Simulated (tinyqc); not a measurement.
Inside a calculation. Method: Hubbard ring of 3 sites. Computed by tinyqc, a small Python program that keeps every step. Settings: hopping = 1.5, U = 3.7, mixing = 0.5, iteration cap = 87. Command: `OMP_NUM_THREADS=1 python tinyqc.py 20981 20982 out.jsonl` (the two numbers bound the seeds that draw the settings). One thread of a shared host (Intel(R) Xeon(R) Processor @ 2.60GHz), about 0.3 s of CPU time with the checks. Later iterations appear only in the table of the cycle.

## Mean-field iteration 1

one-body matrix (hopping and site energies) (eV):
```
,1,2,3
1,0.000000,-1.500000,-1.500000
2,-1.500000,0.000000,-1.500000
3,-1.500000,-1.500000,0.000000
```

U = 3.700000 eV

electrons, up and down: 2  1

mixing = 0.500000

n(up) at the start (a guess, not normalised): 1 0.967000, 2 0.367000, 3 0.967000

n(down) at the start (a guess): 1 0.033000, 2 0.633000, 3 0.033000

H(up) = T + U n(down), H(down) = T + U n(up); fill the lowest levels; n(new) = n + mixing (n(out) - n); E = tr T (rho up + rho down) + U sum n_up n_down of the output.

levels, up (eV): -2.339176  1.622100  3.303376

levels, down (eV): -0.433751  3.869551  5.077900

energy = -2.278259 eV

n(up) after iteration 1: 1 0.940910, 2 0.268681, 3 0.940910

n(down) after iteration 1: 1 0.120586, 2 0.608328, 3 0.120586

## Mean-field iteration 2

As before.

levels, up (eV): -2.090407  1.946168  3.287389

levels, down (eV): -0.690253  3.665738  4.981365

energy = -2.300326 eV

n(up) after iteration 2: 1 0.922267, 2 0.230716, 3 0.922267

n(down) after iteration 2: 1 0.156963, 2 0.610824, 3 0.156963

## Convergence

Each step fills the lowest levels of T + U n(other spin) and sets n(new) = n + mixing (n(out) - n); stop when output and input agree to 1e-8.

Course of the cycle:
```
iteration,E (eV),largest |n(out) - n(in)|,mean |n_up - n_down|
1,-2.27825934,1.97e-01,0.608863
2,-2.30032594,7.59e-02,0.613713
3,-2.30222856,3.25e-02,0.613932
4,-2.30239776,1.54e-02,0.613350
5,-2.30242123,7.68e-03,0.612737
6,-2.30242857,3.97e-03,0.612242
7,-2.30243205,2.12e-03,0.611867
8,-2.30243386,1.17e-03,0.611592
9,-2.30243482,6.71e-04,0.611390
10,-2.30243532,3.97e-04,0.611244
11,-2.30243559,2.44e-04,0.611137
...,...,...,...
34,-2.30243588,1.89e-07,0.610854
35,-2.30243588,1.37e-07,0.610854
36,-2.30243588,9.98e-08,0.610854
37,-2.30243588,7.26e-08,0.610854
38,-2.30243588,5.27e-08,0.610854
39,-2.30243588,3.83e-08,0.610854
40,-2.30243588,2.79e-08,0.610854
41,-2.30243588,2.02e-08,0.610853
42,-2.30243588,1.47e-08,0.610853
43,-2.30243588,1.07e-08,0.610853
44,-2.30243588,7.77e-09,0.610853
```

local moments n_up - n_down: 1 0.708140, 2 -0.416280, 3 0.708140

Converged in 44 iterations. Before convergence this energy mixes input and output and is not variational, so it may rise towards its limit.

## The many-body Hamiltonian

Basis: all placements (u, d, 2, 0 on each site), up operators ordered before down ones; hops carry the sign of the same-spin electrons passed.

H (eV):
```
,2u0,u20,uud,20u,udu,u02,duu,02u,0u2
2u0,3.700000,-1.500000,-1.500000,-1.500000,0.000000,0.000000,1.500000,0.000000,0.000000
u20,-1.500000,3.700000,-1.500000,0.000000,-1.500000,0.000000,0.000000,1.500000,0.000000
uud,-1.500000,-1.500000,0.000000,0.000000,0.000000,-1.500000,0.000000,0.000000,1.500000
20u,-1.500000,0.000000,0.000000,3.700000,-1.500000,-1.500000,-1.500000,0.000000,0.000000
udu,0.000000,-1.500000,0.000000,-1.500000,0.000000,-1.500000,0.000000,-1.500000,0.000000
u02,0.000000,0.000000,-1.500000,-1.500000,-1.500000,3.700000,0.000000,0.000000,-1.500000
duu,1.500000,0.000000,0.000000,-1.500000,0.000000,0.000000,0.000000,-1.500000,-1.500000
02u,0.000000,1.500000,0.000000,0.000000,-1.500000,0.000000,-1.500000,3.700000,-1.500000
0u2,0.000000,0.000000,1.500000,0.000000,0.000000,-1.500000,-1.500000,-1.500000,3.700000
```

## Exact diagonalisation (9 states)

Lowest levels of the sector, and the double occupancy of the lowest state.

lowest levels (eV): -2.588583  -2.588583  0.000000  2.618018  2.618018  3.700000

double occupancy per site = 0.122506

The mean-field solution above lies 0.2861 eV above the exact energy.

## The lowest level by Lanczos steps

From a random start vector (not printed): a_j = <q_j|H|q_j>, b_j = norm of the remainder after orthogonalising; the Ritz value is the lowest eigenvalue of the tridiagonal matrix of a and b so far.

Lanczos:
```
j,a_j (eV),b_j (eV),lowest Ritz value (eV)
1,0.755449,2.694943,0.75544874
2,2.545999,3.183137,-1.18903570
3,2.758265,3.067066,-2.09270431
4,2.344469,0.520212,-2.58251891
5,2.695817,0,-2.58858276
```
